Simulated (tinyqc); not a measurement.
Coherent transport through a tight-binding region between two chains, step by step. Computed by tinyqc, a small Python program that keeps every step. Settings: temperature = 300, mu = 0.04. Command: `OMP_NUM_THREADS=1 python tinyqc.py 30334 30335 out.jsonl` (the two numbers bound the seeds that draw the settings). One thread of a shared host (Intel(R) Xeon(R) Processor @ 2.60GHz), about 0.07 s of CPU time with the checks.

## Transmission at E = 0.68 eV

H of the central region (eV):
$$\begin{pmatrix}
0.000000 & -0.840000 \\
-0.840000 & 0.000000
\end{pmatrix}$$

Leads: semi-infinite chains with site energy 0:
```
parameter                           value
lead hopping t (eV)              1.400000
coupling to the left lead (eV)   0.540000
coupling to the right lead (eV)  1.390000
left contact site                       1
right contact site                      2
```

E = 0.680000 eV

Surface Green function g = (E - i sqrt(4 t^2 - E^2)) / (2 t^2); self-energy tc^2 g on each contact site; G = (E - H - Sigma)^(-1); Gamma = -2 Im Sigma; T = Gamma_L Gamma_R |G_LR|^2; local density of states -Im G_ii / pi.

g = 0.173469-0.692901i 1/eV

G (1/eV):
$$\begin{pmatrix}
0.681317-0.944846i & 0.452693+0.544097i \\
0.452693+0.544097i & -0.208330-0.516583i
\end{pmatrix}$$

local density of states (1/eV): [0.300754, 0.164434]

transmission = 0.542043

## Transmission across the band

The same steps on a grid of energies.

T(E):
```
E (eV)              T
-2.66000000  0.009869
-2.39400000  0.033131
-2.12800000  0.064114
-1.86200000  0.105757
-1.59600000  0.162192
-1.33000000  0.238904
-1.06400000  0.342063
-0.79800000  0.475051
-0.53200000  0.628614
-0.26600000  0.765374
0.00000000   0.822694
0.26600000   0.765374
0.53200000   0.628614
0.79800000   0.475051
1.06400000   0.342063
1.33000000   0.238904
1.59600000   0.162192
1.86200000   0.105757
2.12800000   0.064114
2.39400000   0.033131
2.66000000   0.009869
```

levels of the isolated region (eV): [-0.840000, 0.840000]

## Current

I = (2e/h) int T(E) [f(E - mu - V/2) - f(E - mu + V/2)] dE at 300 K with mu = 0.04 eV, the bias not changing H; 2e^2/h = 77.48092 microsiemens; the integral runs over the band on 4001 points.

Current:
```
V (volt)  I (microampere)
0.010000         0.634914
0.050000         3.173914
0.100000         6.343743
0.200000        12.654974
0.400000        25.054879
0.800000        48.215974
```
